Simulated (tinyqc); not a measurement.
From one set of inputs to another, one input at a time: lateral field, substrate current, probability of reaching the oxide barrier and hot-carrier lifetime of a silicon transistor (pseudo-two-dimensional and lucky-electron models). Computed by tinyqc, a small Python program. Command: `OMP_NUM_THREADS=1 python tinyqc.py 3020957 3020958 out.jsonl hotcar ladder`. One thread of a shared host (Intel(R) Xeon(R) Processor @ 2.30GHz), about 0.01 s of CPU time with the checks.

Local-field models: a lucky carrier gains its energy at the peak field over a path free of collisions. Voltages are magnitudes.

The inputs printed are set A. Set A is modelled on a silicon n-channel; the values taken over come from a set modelled on a silicon p-channel. Inputs not listed in the table keep their values of set A, so the rows need not describe a real material.

Inputs (values chosen for the exercise, modelled on a silicon n-channel):

| quantity | value | unit |
|---|---|---|
| channel length L | 590 | nm |
| oxide thickness t | 14 | nm |
| junction depth x_j | 150 | nm |
| mobility mu | 290 | cm^2/(V s) |
| saturation velocity v_s | 0.84 | 1e7 cm/s |
| threshold voltage V_T | 0.7 | V |
| gate voltage V_G | 2.8 | V |
| drain voltage V_D | 4.2 | V |
| ionisation prefactor A_i | 1.9e+06 | 1/cm |
| ionisation field B_i | 1.63 | MV/cm |
| hot-carrier mean free path lambda | 8.7 | nm |
| oxide barrier phi_b | 3.1 | eV |
| interface-trap threshold phi_it | 3.6 | eV |
| lifetime constant H | 60 | s microampere/micrometre |

Drain: abrupt.

Constants: eps_0 = 8.8541878128e-12 F/m.

Method:
- C_ox = 3.9 eps_0/t; F_sat = 2 v_s/mu; V_Dsat = V_ov F_sat L/(V_ov + F_sat L), V_ov = V_G - V_T; I_D/W = C_ox v_s (V_ov - V_Dsat).
- Scale length l = 0.22 t^(1/3) x_j^(1/2) (all in cm); F_m = sqrt(((V_D - V_Dsat)/l_e)^2 + F_sat^2), with l_e = l; length of the velocity-saturated region l_e ln((V_D - V_Dsat)/(l_e F_sat) + F_m/F_sat).
- Substrate current I_sub/I_D = (A_i/B_i)(V_D - V_Dsat) exp(-B_i/F_m); probability of reaching the oxide barrier exp(-phi_b/(e lambda F_m)); lifetime tau = (H/(I_D/W)) exp(phi_it/(e lambda F_m)).
- V_10 solves tau = 3.156e8 s at the given V_G. The extrapolation fits ln(tau) against 1/V_D at 1, 1.08, 1.16 and 1.25 times the given V_D (rounded to 3 digits) by least squares and reads off the same tau.

Each row keeps all changes above it:

| input moved | from | to | substrate current I_sub/W (microampere/micrometre) | lifetime tau (s) | ten-year drain voltage V_10 (V) |
|---|---|---|---|---|---|
| set A | - | - | 2.9 | 2.307e+05 | 3.136 |
| junction depth x_j (nm) | 150 | 84 | 10.6 | 8.635e+03 | 2.674 |
| channel length L (nm) | 590 | 290 | 26.9 | 1.940e+03 | 2.279 |
| threshold voltage V_T (V) | 0.7 | 0.72 | 26.7 | 1.946e+03 | 2.276 |
| oxide thickness t (nm) | 14 | 6.2 | 138.3 | 1.049e+02 | 1.914 |
| hot-carrier mean free path lambda (nm) | 8.7 | 5 | 138.3 | 1.664e+04 | 2.700 |
| mobility mu (cm^2/(V s)) | 290 | 130 | 57.3 | 1.013e+05 | 3.033 |
| drain voltage V_D (V) | 4.2 | 2.9 | 3.6 | 1.451e+09 | 3.033 |

Where does the difference come from?

Substrate current I_sub/W goes from 2.89 to 3.58, a factor 1.24 in all. The largest single move comes from drain voltage V_D (a factor 0.0625), but it runs against the net change; the largest move in the direction of the net change is oxide thickness t (a factor 5.18). Lifetime tau goes from 231000 to 1.45e9, a factor 6290 in all. The largest single move comes from drain voltage V_D (a factor 14300), and junction depth x_j works against it (a factor 0.0374). Ten-year drain voltage V_10 goes from 3.14 to 3.03, a factor 0.967 in all. The largest single move comes from hot-carrier mean free path lambda (a factor 1.41), but it runs against the net change; the largest move in the direction of the net change is oxide thickness t (a factor 0.841). The single moves hold for this order of the switches; the total does not depend on the order.

Caution (rows channel length L, threshold voltage V_T, oxide thickness t, hot-carrier mean free path lambda, mobility mu): multiplication above 10 % feeds back on the field and the source barrier (snapback), which the model leaves out.

Extremes, crossings and ranges named in words are read from the listed rows.
